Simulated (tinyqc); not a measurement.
What moves the results: inversion layer as a triangular well, valleys of the Si type. A value that a table varies takes the place of the one given here.

Six ellipsoidal valleys with their long axes along the cube axes, mass ml along the axis and mt across it. For a valley whose axis makes the angle theta with the surface normal, 1/m_z = cos^2(theta)/ml + sin^2(theta)/mt sets the confinement; in the plane the masses are m_1 = mt and m_2 = ml mt/m_z, and m_d = sqrt(m_1 m_2).

The field is taken as constant, e F = 4 pi (e^2/4 pi eps0)(Nd + eta Ns)/eps, with 1e12/cm^2 = 1e-4/angstrom^2, and the oxide as a hard wall at z = 0; c = hbar^2/2m0.

Level j of a valley lies at E_j = a_j (c (e F)^2/m_z)^(1/3) above the band edge at the surface, with the Airy zeros a_j = 2.338107, 4.087949, 5.520560, 6.786708, 7.944134, 9.022651, 10.040174, 11.008524, 11.936016, 12.828777, and has <z> = 2 E_j/(3 e F).

Subband i holds n_i = g m_d/(2 pi c) kB T ln(1 + exp((EF - E_i)/kB T)) (spin included), and EF is fixed by sum n_i = Ns over the levels listed or, where none are listed, over j = 0 to 9 of each group; 1e12/cm^2 = 1e-4/angstrom^2.

Constants: hbar^2/2m0 = 3.80998211 eV angstrom^2; e^2/(4 pi eps0) = 14.39964547 eV angstrom; kB = 8.617333262e-05 eV/K.

Inputs chosen for the exercise (near those of Si; the results hold for these values, not for the real material):
```
symbol  value                unit         meaning
ml      0.916                m0           longitudinal mass
mt      0.19                 m0           transverse mass
eps     11.8                              dielectric constant
Nd      2.4                  x 1e12/cm^2  depletion charge
eta     0.75                              share of Ns in the effective field
face    110                               surface
T       300                  K            temperature
Nss     (1, 2, 3, 5, 8, 12)  x 1e12/cm^2  sheet densities
Ns      2.2                  x 1e12/cm^2  electron sheet density
Vox     3.1                  eV           barrier of an SiO2-like oxide
mox     0.54                 m0           mass in the oxide
```

## Raising the sheet density

Valleys (masses in m0):
```
valleys g  cos^2(theta)      m_z      m_1      m_2      m_d
4               0.50000  0.31472  0.19000  0.55300  0.32415
2               0.00000  0.19000  0.19000  0.91600  0.41718
```

The field, the ladders and EF anew for each Ns.

Results:
```
Ns (1e12/cm^2)  F (MV/cm)  lowest E (eV)  next - lowest (meV)  EF - lowest (meV)  share of lowest (%)  <z> (angstrom)
1.0                 0.483         0.1534                 28.1              -72.9                 81.0            22.1
2.0                 0.598         0.1769                 32.4              -53.4                 83.4            20.4
3.0                 0.713         0.1989                 36.4              -41.5                 85.3            19.1
5.0                 0.943         0.2396                 43.9              -25.7                 88.1            17.3
8.0                 1.288         0.2950                 54.0               -9.9                 90.9            15.5
12.0                1.748         0.3616                 66.2                5.2                 93.2            14.0
```

Levels scale as F^(2/3): the field grows by 3.62 and the lowest level by 2.36. The layer thins from 22.1 to 14.0 angstrom. EF passes the lowest edge between 8 and 12 e12/cm^2. The share of the lowest subband rises throughout: the spacing grows faster than the band fills.

## Surface orientation

The same densities on four faces. m_c is the conductivity mass averaged over directions in the plane: 1/m_c = sum n_i (1/m_1 + 1/m_2)/2 / Ns.

Results:
```
face   valleys of lowest  lowest E (eV)  EF (eV)  share of lowest (%)  <z> (angstrom)  m_c (m0)
(100)                  2         0.1270   0.1117                 82.1            15.4     0.202
(110)                  4         0.1814   0.1307                 83.8            20.1     0.287
(111)                  6         0.1938   0.1340                 99.6            20.9     0.296
(211)                  2         0.1671   0.1294                 59.0            19.7     0.280
```

The lowest level is deepest on (100), where a valley axis lies closest to the normal, and the lightest conductivity mass is on (100) (0.202 m0, against 0.296 m0 on (111)). EF, counted from the band edge at the surface, is lowest on (100) and spans 22 meV.

## Four estimates of the lowest level

WKB: E = (c/m_z)^(1/3) (3 pi e F/2 x 3/4)^(2/3), <z> = 2E/(3 e F). Fang-Howard: psi = z exp(-b z/2) up to a norm, E = c b^2/(4 m_z) + 3 e F/b at its minimum b^3 = 6 e F m_z/c, <z> = 3/b. Finite barrier: flat height Vox and mass mox for z < 0, finite differences with psi and psi'/m continuous, cells of 0.05 angstrom from -15 to 300 angstrom. The last column is measured against Airy.

Lowest level:
```
method                E (eV)  <z> (angstrom)  E - Airy (meV)
Airy, hard wall       0.1814           19.47             0.0
WKB, hard wall        0.1800           19.32            -1.4
Fang-Howard           0.1921           20.62            10.7
finite oxide barrier  0.1654           16.90           -16.0
```

b = 0.1455 1/angstrom
probability in the oxide = 0.0026

WKB is off by -0.8 % and the variational function by +5.9 %, above the exact value as it must be; both ratios are independent of field and mass. The finite barrier lowers the level by 16.0 meV and brings the charge 2.6 angstrom closer; in energy that is more than the Fang-Howard error (10.7 meV).

## What each parameter does

Field, ladders and EF anew. Each row changes one parameter from the base and keeps the others.

Results:
```
case                  lowest E (eV)  EF (eV)  share of lowest (%)  <z> (angstrom)
base                         0.1814   0.1307                 83.8           20.11
Ns = 4.4 x 1e12/cm^2         0.2278   0.1980                 87.4           17.79
Nd = 4.8 x 1e12/cm^2         0.2474   0.1985                 89.4           17.01
T = 360 K                    0.1814   0.1132                 80.4           20.31
ml = 1.008 m0                0.1804   0.1288                 84.2           20.01
mt = 0.171 m0                0.1868   0.1381                 84.9           20.68
eps = 10.6                   0.1948   0.1446                 85.2           19.34
```

The largest shifts from the base row, up to three for each result and ties (the steps differ in size, so this ranks the rows, not the parameters). lowest E (eV): Nd +0.0660, Ns +0.0464, eps +0.0134; unchanged at the printed digits by T. EF (eV): Nd +0.0677, Ns +0.0673, T -0.0175. share of lowest (%): Nd +5.5, Ns +3.5, T -3.4. <z> (angstrom): Nd -3.10, Ns -2.31, eps -0.77.

tinyqc: `OMP_NUM_THREADS=1 python tinyqc.py 1252314 1252315 out.jsonl`; about 0.02 s, one thread, shared Intel(R) Xeon(R) Processor @ 2.30GHz.
